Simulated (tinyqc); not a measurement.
Pull-up strength from the switching point.

Question. Transistor (EKV form, voltages against the body): I = 2 n b Vt^2 [F(vp - Vs) - F(vp - Vd)] from drain to source, F(v) = ln^2(1 + exp(v/(2 Vt))), vp = (Vg - VT + sg |Vd - Vs|)/n. n-channel bodies are at 0; for the p-channel device all voltages are counted down from Vdd. b in uA/V^2 gives I in uA. In an inverter In(Vg = Vd = VM) equals Ip at the switching point VM. Find bp and the current there.

Inputs (values chosen for the exercise):
- T = 400 K (temperature)
- Vdd = 0.6 V (supply voltage)
- n = 1.19 (slope factor)
- sg = 0.029 (drain-induced barrier lowering)
- VTn = 0.32 V (n-channel threshold)
- VTp = 0.44 V (p-channel threshold (magnitude))
- bn = 680 uA/V^2 (gain factor of the pull-down transistor)

Constants: q = 1.602176634e-19 C, kB = 1.380649e-23 J/K, Vt = kB T/q. Results are converted to the units shown.

VM = 0.212797983 V

Answer. Ip is proportional to bp, so bp is In(VM) over the p-channel current for unit b.

bp = 200.0 uA/V^2
current at VM = 0.1258 uA

Numbers from tinyqc (`OMP_NUM_THREADS=1 python tinyqc.py 2340127 2340128 out.jsonl`; about 0.06 s on one thread of a shared Intel Xeon 2.30GHz).
